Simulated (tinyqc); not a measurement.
Liquidus of a compound AB in a simple-solution melt, liquid-phase epitaxy and vapour pressures: one step, computed by the program tinyqc.

x is the atom fraction of B in the melt. The melt is a simple solution: R T ln gamma_B = W (1 - x)^2, R T ln gamma_A = W x^2, W = a + b T. The solid AB is stoichiometric.

Question. Layer thickness. Semi-infinite melt (Hsieh): step d = 2 dT sqrt(D t/pi)/(C_S m); ramp d = (4/3) c sqrt(D/pi) t^(3/2)/(C_S m); supercooling is their sum. A melt of depth w can give at most w (undercooling)/(C_S m).

Inputs (values chosen for the exercise, for a model compound):

| quantity | value | unit |
|---|---|---|
| saturation temperature T | 791 | K |
| step dT | 9.2 | K |
| cooling rate c | 0.74 | K/min |
| growth time t | 3.3 | min |
| diffusivity in the melt D | 3.9e-05 | cm^2/s |
| melt depth w | 5.2 | mm |

Growth programme: step cooling.

C_S = 1.765733e+22 1/cm^3

slope m = 3.850429e-20 K cm^3

Give: thickness d; largest thickness from this melt; sqrt(D t)/w.

Answer.

thickness d = 13.42 micrometre

largest thickness from this melt = 70.37 micrometre

sqrt(D t)/w = 0.1690

The layer uses 19 % of what the melt could give.
